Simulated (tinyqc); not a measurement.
Lossy on-chip transmission line with skin effect: one step of the calculation.

A uniform line in a homogeneous dielectric: c = sqrt(er)/(c0 Z0), l = Z0 sqrt(er)/c0 (c0 = 299792458 m/s), g = w c td, w = 2 pi f. The resistance joins its limits as r = sqrt(r_dc^2 + r_hf^2), with r_dc = rho/(wd th), r_hf = kr rho/(2 delta (wd + th)), delta = sqrt(rho/(pi f mu0)), mu0 = 4 pi 1e-7 H/m; this is an interpolation, and internal inductance, up to 0.05 nH/mm at low frequency, is neglected.

Task. Reflection, input impedance and transfer. ZL = 1/(1/RL + i w CL); reflection (ZL - Zc)/(ZL + Zc); Zin = Zc (ZL + Zc tanh(gamma len))/(Zc + ZL tanh(gamma len)); H = V_load/V_source = [Zin/(Zin + Rg)]/[cosh(gamma len) + (Zc/ZL) sinh(gamma len)].

Values chosen for this exercise:
- Rg = 50 ohm (source resistance)
- RL = 100 ohm (load resistance)
- CL = 300 fF (load capacitance)
- f = 1.4 GHz (frequency)

gamma len = 0.011591329+0.034858767i
Zc = 53.005405-17.331654i ohm

Wanted: ZL; reflection at the load; Zin; H; |H|.

Result.

ZL = 93.49-24.67i ohm
reflection at the load = 0.2686+0.0269i
Zin = 91.46-28.18i ohm
H = 0.6537-0.0803i
|H| = -3.628 dB

Program tinyqc, `OMP_NUM_THREADS=1 python tinyqc.py 2810115 2810116 out.jsonl`; Intel Xeon 2.30GHz, shared host, one thread, about 0.01 s.
